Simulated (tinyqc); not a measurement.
Finite-difference solution of the diffusion equation on a small grid. Changing the time step dt. Computed by tinyqc, a small Python program. Command: `OMP_NUM_THREADS=1 python tinyqc.py 3024634 3024635 out.jsonl fdiff sweep`. One thread of a shared host (Intel(R) Xeon(R) Processor @ 2.30GHz), about 0.01 s of CPU time with the checks.

dC/dt = D d2C/dx2 on nodes x_j = j dx, j = 0..11; the far end is sealed.

Inputs (values chosen for the exercise):
```
quantity,value,unit
diffusivity D,34,nm^2/s
grid spacing dx,5,nm
final time t_f,1,s
loss velocity h,1.1,nm/s
```

Boundary at x = 0: surface loss. Scheme: explicit.

start values C_j, j = 0, 1, ... (% of a reference): [13.8, 62.4, 100, 52.7, 9.05, 10.5, 0, 0, 0, 0, 0, 0]

Method:
- The operator M acts as (M C)_j = C_(j-1) - 2 C_j + C_(j+1); at the sealed far end a mirror node gives 2 C_(N-2) - 2 C_(N-1); at j = 0, the outward flux h C_0 gives 2 C_1 - (2 + 2 h dx/D) C_0.
- r = D dt/dx^2.
- With r = D dt/dx^2: (1 - theta r M) C(new) = (1 + (1 - theta) r M) C(old); theta = 0 explicit, 1 implicit, 1/2 Crank-Nicolson.
- The run takes n = round(t_f/dt) steps of length t_f/n.
- The dose is the trapezoidal sum of C dx; the error is the largest difference from exp(M D t/dx^2) C(0), the exact time evolution on the same grid.

One run for each value:
```
time step dt (s),largest error at t_f (%),mesh ratio r,final C_6 (%),final dose (% nm)
0.0039,0.039,0.0053,6.954,1164
0.0078,0.078,0.0106,6.957,1164
0.0156,0.156,0.0213,6.963,1164
0.0312,0.311,0.0425,6.975,1164
0.0625,0.619,0.0850,6.999,1164
0.1250,1.219,0.1700,7.047,1164
0.2500,2.303,0.3400,7.167,1164
```

What does the table show, and why?

Over the rows, largest error at t_f (%) rises from 0.0390 to 2.30 (exponent d ln y / d ln x 1.00 between the first rows and 0.92 between the last). At the low end the exponent of largest error at t_f is 1.00, close to 1: first order in the step.

Extremes, crossings and ranges named in words are read from the listed rows.
